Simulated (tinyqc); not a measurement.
# Gate sheet resistance from two finger widths

Problem. At low frequency R = Rsh Wf/(3 L) + B/Wf, where B collects the channel and vertical terms. Find Rsh, B and the width of lowest R.

Parameters, values chosen for the exercise: channel length L = 0.14 um.

input resistance of single fingers, contacted at one end, of width 1.2 and 5.7 um (ohm): 119.71429  114.69549

Answer. R Wf is a straight line in Wf^2; the minimum of R lies where both terms are equal.

Rsh = 6.90 ohm/square
B = 120 ohm um
width of lowest R = 2.70 um

Computed by the program tinyqc: `OMP_NUM_THREADS=1 python tinyqc.py 2262130 2262131 out.jsonl`, one thread of a shared Intel Xeon 2.30GHz, about 0.01 s for the whole run.
